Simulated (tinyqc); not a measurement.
Thin-body film or fin with hard walls, valleys of the Si type: one step. Subband edges. Three cases, with inputs chosen for the exercise.

Problem. The seven lowest levels of all groups together; primes mark the lighter m_z.

A film of thickness t between hard walls, flat band inside: E_n = c (n pi/t)^2/m_z above the bulk edge, c = hbar^2/2m0. Without degeneracy the sheet density is N2 exp((EF - Ec)/kB T) with N2 = sum_i g m_d/(2 pi c) kB T exp(-E_i/kB T) over n = 1 to 40 of each group; a classical film has t Nc with Nc = 2 g_all (m_dos kB T/(4 pi c))^(3/2), m_dos = (ml mt^2)^(1/3). The threshold shift is dVt = kB T ln(t Nc/N2).

Constants: hbar^2/2m0 = 3.80998211 eV angstrom^2.

Case 1.

Values chosen (out of a larger set: near those of Si; not measured data): t = 78 angstrom (body thickness).

Valleys (masses in m0):
```
valleys g,cos^2(theta),m_z,m_1,m_2,m_d
2,1.000000,0.931000,0.187000,0.187000,0.187000
4,0.000000,0.187000,0.187000,0.931000,0.417249
```

Case 2.

Values chosen (out of a larger set: near those of Si; not measured data): t = 28 angstrom (body thickness).

Valleys (masses in m0):
```
valleys g,cos^2(theta),m_z,m_1,m_2,m_d
4,0.500000,0.318406,0.192000,0.562000,0.328487
2,0.000000,0.192000,0.192000,0.932000,0.423018
```

Case 3.

Values chosen (out of a larger set: near those of Si; not measured data): t = 28 angstrom (body thickness).

Valleys (masses in m0):
```
valleys g,cos^2(theta),m_z,m_1,m_2,m_d
4,0.500000,0.316209,0.191000,0.554500,0.325437
2,0.000000,0.191000,0.191000,0.918000,0.418734
```

Give: Subbands.

Solution.

Case 1.

Subbands:
```
label,valleys g,E (eV)
1,2,0.0066
2,2,0.0266
1',4,0.0331
3,2,0.0597
4,2,0.1062
2',4,0.1322
5,2,0.1660
```

The second subband, 2, lies 19.9 meV above the first, 0.8 kB T at 300 K.

Case 2.

Subbands:
```
label,valleys g,E (eV)
1,4,0.1506
1',2,0.2498
2,4,0.6025
2',2,0.9992
3,4,1.3557
3',2,2.2483
4,4,2.4102
```

The second subband, 1', lies 99.2 meV above the first, 14.9 kB T at 77 K.

Case 3.

Subbands:
```
label,valleys g,E (eV)
1,4,0.1517
1',2,0.2511
2,4,0.6067
2',2,1.0045
3,4,1.3651
3',2,2.2600
4,4,2.4269
```

The second subband, 1', lies 99.4 meV above the first, 15.0 kB T at 77 K.

Computed by tinyqc, one run a case: `OMP_NUM_THREADS=1 python tinyqc.py N N+1 out.jsonl` with N = 1250687, 1250956, 1251303; one thread of a shared Intel(R) Xeon(R) Processor @ 2.30GHz, about 0.01 s a run at most.
